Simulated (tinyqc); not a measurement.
Energy and delay of logic against supply voltage: energy and delay against supply voltage.

One expression serves below and above threshold: I(Vg) = Ik [ln(1 + exp((Vg - VT + dd V)/(al nf Vt)))]^al, with I_on = I(V) and I_off = I(0). Gate delay td = kd C V/I_on, clock period LD td. Per gate and cycle the switching energy is act C V^2 and the leakage energy I_off V LD td. No short-circuit current, no variation. Minima are sought above 0.09 V; below a few Vt gates no longer switch and the model has no meaning.

EDP = energy times td.

Parameters, values chosen for the exercise; values of the order met in logic technologies: temperature T = 358 K; threshold voltage at zero drain bias VT = 0.34 V; slope factor nf = 1.38; barrier lowering per volt of supply dd = 0.07; specific current of a gate Ik = 0.7 uA; exponent of the current law al = 1.86; load capacitance of a gate C = 1.1 fF; delay factor kd = 1.1; logic depth LD = 60; activity factor act = 0.2.

Constants: q = 1.602176634e-19 C, kB = 1.380649e-23 J/K, Vt = kB T/q. Results are converted to the units shown.

Energy and delay against supply voltage:
```
V (V)	I_on (uA)	I_off (nA)	td (ps)	switching (aJ)	leakage (aJ)	energy (aJ)	EDP (fJ ps)
0.17	0.01515	0.3103	1.358e4	6.358	42.98	49.34	670.0
0.28	0.1720	0.3712	1969	17.25	12.28	29.53	58.16
0.4	1.302	0.4514	371.8	35.20	4.028	39.23	14.59
0.51	4.348	0.5399	141.9	57.22	2.345	59.57	8.455
0.63	10.25	0.6562	74.36	87.32	1.844	89.16	6.630
0.74	17.88	0.7846	50.09	120.5	1.745	122.2	6.122
0.86	28.44	0.9531	36.59	162.7	1.800	164.5	6.019
0.97	40.09	1.139	29.27	207.0	1.941	208.9	6.116
1.09	54.89	1.383	24.03	261.4	2.173	263.6	6.333
1.2	70.32	1.652	20.65	316.8	2.456	319.3	6.592
```

What does the table show?

td falls from 13600 to 20.6 ps; the energy goes from 49.3 through a minimum of 29.5 (at V = 0.28 V among the rows listed) to 319 aJ and the EDP goes from 670 through a minimum of 6.02 (at V = 0.86 V among the rows listed) to 6.59 fJ ps. The exact minima lie at V = 0.287 V for the energy and 0.843 V for the EDP. Going from 1.2 V to the energy minimum saves a factor of 10.8 in energy and costs a factor of 85.1 in delay. Below the minimum the leakage energy rises faster than the switching energy falls, because the clock period grows so steeply.

Computed by the program tinyqc: `OMP_NUM_THREADS=1 python tinyqc.py 2082126 2082127 out.jsonl`, one thread of a shared Intel Xeon 2.30GHz, about 0.01 s for the whole run.
